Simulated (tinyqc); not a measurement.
## Body thickness for a wanted scale length

Problem. A double-gate structure has tan(pi ti/Lambda) tan(pi ts/(2 Lambda)) = ei/eps_r, both angles below pi/2. Find ts.

Parameters, values chosen for the exercise; permittivities: semiconductor made up, insulator close to that of hafnium oxide: relative permittivity of the semiconductor eps_r = 11.6; relative permittivity of the insulator ei = 21.4; insulator thickness ti = 9.6 nm.

Lambda = 27.747017 nm

Answer. The condition is explicit in ts: an arctangent, taken between 0 and pi/2.

ts = 13.60 nm

Computed by the program tinyqc: `OMP_NUM_THREADS=1 python tinyqc.py 2420044 2420045 out.jsonl`, one thread of a shared Intel Xeon 2.30GHz, about 0.01 s for the whole run.
